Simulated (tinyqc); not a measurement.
Resistive memory cell, filament-gap model with Joule heating: one step of the calculation.

A tunnelling gap g separates the tip of a filament from the electrode. I = I0 exp(-g/g0) sinh(Vd/V0), with Vd = V - I Rs on the device; T = T0 + Rth Vd I at once; the gap closes as dg/dt = -nu exp(-q Ea/(kB T)) sinh(al q Vd/(kB T)). All constants are fitting values of a compact model.

Problem. Voltage on the device. I = I0 exp(-g/g0) sinh(Vd/V0); f = Vd + Rs I - V, f' = 1 + Rs (I0/V0) exp(-g/g0) cosh(Vd/V0), Vd(new) = Vd - f/f'.

Parameters, values chosen for the exercise: current scale I0 = 0.42 mA; tunnelling length g0 = 0.32 nm; voltage scale V0 = 0.32 V; series resistance Rs = 500 ohm; pulse voltage V = 1.9 V.

Vd at the start = 1.9 V
g = 1 nm

Wanted: I; f'; Vd after iteration 1.

Solution.

I = 3497 uA
f' = 6.464
Vd after iteration 1 = 1.630 V

Numbers from tinyqc (`OMP_NUM_THREADS=1 python tinyqc.py 2880146 2880147 out.jsonl`; about 0.1 s on one thread of a shared Intel Xeon 2.30GHz).
